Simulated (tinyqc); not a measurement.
## Double-gate transistor, scale length and short-channel effects: effect of the relative permittivity of the insulator

A body of thickness ts between two insulators of thickness ti and two tied gates. Below threshold the potential that source and drain add obeys Laplace's equation and vanishes on the gate. Its lowest mode decays along the channel as exp(-k y); k is the smallest positive root of the matching condition at the interface, and the scale length is Lambda = pi/k.

k is the smallest positive root of f(k) = ei cos(k ti) cos(k ts/2) - eps_r sin(k ti) sin(k ts/2). Along the channel psi(y) = s + a exp(y/l) + b exp(-y/l) with psi(0) = Vbi, psi(L) = Vbi + Vds and l = 1/k = Lambda/pi; with A = Vbi - s, B = A + Vds, x = exp(-L/l): a = (B - A x) x/(1 - x^2), b = (A - B x)/(1 - x^2). The minimum is s + 2 sqrt(a b), at y = (l/2) ln(b/a). The long-channel potential follows the gate as s = sT + (Vg - VTL)/m, and the threshold VT is the gate voltage at which the minimum equals sT. Swing = m Vt ln 10/g at threshold, g = d(minimum)/ds = 1 - (b x + a)/((1 + x) sqrt(a b)). DIBL = [VT(0.05 V) - VT(Vds)]/(Vds - 0.05 V). sT and Vbi are held fixed; m = 1.

Parameters, values chosen for the exercise; permittivities: semiconductor close to that of silicon, insulator close to that of silicon nitride:
```
symbol,value,unit,meaning
T,300,K,temperature
eps_r,11.5,,relative permittivity of the semiconductor
ti,1.3,nm,insulator thickness
ts,8.6,nm,body thickness
L,37,nm,channel length
Vbi,0.9,V,potential of the source
sT,0.67,V,potential of the barrier top at threshold
Vds,0.8,V,drain voltage
```

Constants: q = 1.602176634e-19 C, kB = 1.380649e-23 J/K, Vt = kB T/q. Results are converted to the units shown.

Effect of the relative permittivity of the insulator:
```
ei,Lambda (nm),L/Lambda,VT - VTL at Vds (mV),DIBL (mV/V),swing (mV/decade)
3.9,15.20,2.434,-22.50,14.54,63.01
5.7,13.43,2.756,-13.28,8.540,61.60
8.5,12.01,3.080,-7.873,5.049,60.76
12,11.10,3.333,-5.254,3.364,60.35
18,10.31,3.587,-3.508,2.243,60.08
27,9.763,3.790,-2.546,1.627,59.93
40,9.394,3.939,-2.012,1.286,59.84
```

As ei goes from 3.9 to 40, Lambda falls from 15.2 to 9.39 nm, DIBL falls from 14.5 to 1.29 mV/V and the swing falls from 63.0 to 59.8 mV a decade. On average Lambda goes as ei^(-0.21).

Numbers from tinyqc (`OMP_NUM_THREADS=1 python tinyqc.py 2420019 2420020 out.jsonl`; about 0.01 s on one thread of a shared Intel Xeon 2.30GHz).
